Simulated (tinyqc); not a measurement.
Electron-beam lithography: double-Gaussian proximity function, edge placement and dose correction for parallel lines: one step, computed by the program tinyqc. Command: `OMP_NUM_THREADS=1 python tinyqc.py 3112429 3112430 out.jsonl proximity walk`. One thread of a shared host (Intel(R) Xeon(R) Processor @ 2.30GHz), about 0.01 s of CPU time with the checks.

Lines are infinitely long. Absorbed energy is counted so that the middle of a very large area written at dose 1 receives 1; the resist develops where it exceeds 1/2.

Problem. Interaction matrix. f(r) = [exp(-r^2/alpha^2)/alpha^2 + eta exp(-r^2/beta^2)/beta^2]/(pi (1 + eta)). A line from a to b at dose d gives E(x) = d [S(alpha) + eta S(beta)]/(1 + eta), S(s) = [erf((b - x)/s) - erf((a - x)/s)]/2. M_ij is the mean of E at the two edges of line i from line j at dose 1.

Inputs (values chosen for the exercise, of the order of those for 50 keV electrons in resist on silicon): forward range alpha = 0.016 micrometre; backscatter range beta = 10 micrometre; backscatter ratio eta = 0.88.

Lines (micrometre):
```
line,left edge,right edge,centre
1,0.000,3.500000e-02,1.750000e-02
2,0.135,1.013500e+01,5.135000e+00
3,12.235,1.373500e+01,1.298500e+01
4,14.935,1.497800e+01,1.495650e+01
```

Give: M.

Solution.

M:
```
,1,2,3,4
1,0.2664,0.1953,0.0074,0.0001
2,0.0006,0.4632,0.0220,0.0005
3,0.0002,0.1446,0.3053,0.0011
4,0.0001,0.1075,0.0380,0.2671
```
